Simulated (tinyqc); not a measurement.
Changing the pressure p: global model of a low-pressure process discharge: electron temperature, density, ion flux and ion energy. Computed by tinyqc, a small Python program. Command: `OMP_NUM_THREADS=1 python tinyqc.py 3113372 3113373 out.jsonl plasma sweep`. One thread of a shared host (Intel(R) Xeon(R) Processor @ 2.30GHz), about 0.01 s of CPU time with the checks.

Maxwellian electrons with temperature T_e in eV, one positive ion, no negative ions, uniform bulk density n; rate constants have the Arrhenius form.

Inputs (values chosen for the exercise, of the order of those of an inductive discharge in a simple atomic gas):
```
quantity                          value   unit
ion mass M                           32      u
ionisation prefactor K0         5.4e-14  m^3/s
ionisation energy E_iz             13.4     eV
excitation prefactor X0         1.7e-14  m^3/s
excitation energy E_ex             8.01     eV
elastic rate constant K_el      7.8e-14  m^3/s
ion-neutral cross section       1.1e-18    m^2
gas temperature T_g                 400      K
radius R                             19     cm
height L                             19     cm
absorbed power P                    440      W
bias power P_b                       37      W
radius of the biased electrode       15     cm
bias frequency                        2    MHz
```

Constants: k_B = 1.380649e-23 J/K; e = 1.602176634e-19 C; u = 1.6605390666e-27 kg; m_0 = 9.1093837015e-31 kg; eps_0 = 8.8541878128e-12 F/m.

Method:
- n_g = p/(k_B T_g); lambda_i = 1/(n_g sigma); h_L = 0.86/sqrt(3 + L/(2 lambda_i)), h_R = 0.8/sqrt(4 + R/lambda_i); A_eff = 2 pi R^2 h_L + 2 pi R L h_R; d_eff = pi R^2 L/A_eff.
- Particle balance: K0 exp(-E_iz/T_e) n_g d_eff = u_B, u_B = sqrt(e T_e/M).
- Root found by bracketing.
- E_c = E_iz + (X0 exp(-E_ex/T_e) E_ex + K_el (3 m_0/M) T_e)/K_iz; wall potential V_s = (T_e/2) ln(M/(2 pi m_0)); E_T = E_c + 2 T_e + T_e/2 + V_s; n = P/(e u_B A_eff E_T); ion current density J = e h_L n u_B; ionised share n/n_g.
- All bias power goes to ions: V_b = P_b/(J pi r^2). Debye length at the sheath edge lambda_D = sqrt(eps_0 T_e/(e h_L n)); Child-law sheath s = (sqrt2/3) lambda_D (2 V/T_e)^(3/4), V = V_b + V_s; ion transit time tau_i = 3 s sqrt(M/(2 e V)); collisions in the sheath s/lambda_i.

One run for each value:
```
pressure p (Pa)  T_e (eV)  plasma density n (1/cm^3)  ion current density J (mA/cm^2)  s/lambda_i
0.10               3.5898                 1.0873e+11                           2.2284  6.5834e-03
0.19               2.8836                 1.4263e+11                           2.2565  1.1599e-02
0.38               2.3634                 1.8142e+11                           2.0904  2.3836e-02
0.73               2.0113                 2.1654e+11                           1.7919  5.2086e-02
1.40               1.7470                 2.4582e+11                           1.4315  1.2493e-01
2.70               1.5409                 2.6654e+11                           1.0764  3.2841e-01
5.30               1.3739                 2.7779e+11                           0.7665  9.5108e-01
10.00              1.2467                 2.7988e+11                           0.5393  2.7212e+00
20.00              1.1325                 2.7415e+11                           0.3574  8.9508e+00
```

What does the table show?

Over the rows, T_e (eV) falls from 3.59 to 1.13 (exponent d ln y / d ln x -0.34 between the first rows and -0.14 between the last); plasma density n (1/cm^3) goes from 1.09e11 through a maximum among these rows, 2.80e11 at 10.0, to 2.74e11; ion current density J (mA/cm^2) goes from 2.23 through a maximum among these rows, 2.26 at 0.190, to 0.357.

Caution (rows 1.40, 2.70, 5.30, 10.0, 20.0): at so short an ion path the formulas for h_L and h_R give way to the ambipolar-diffusion limit.

Extremes, crossings and ranges named in words are read from the listed rows.
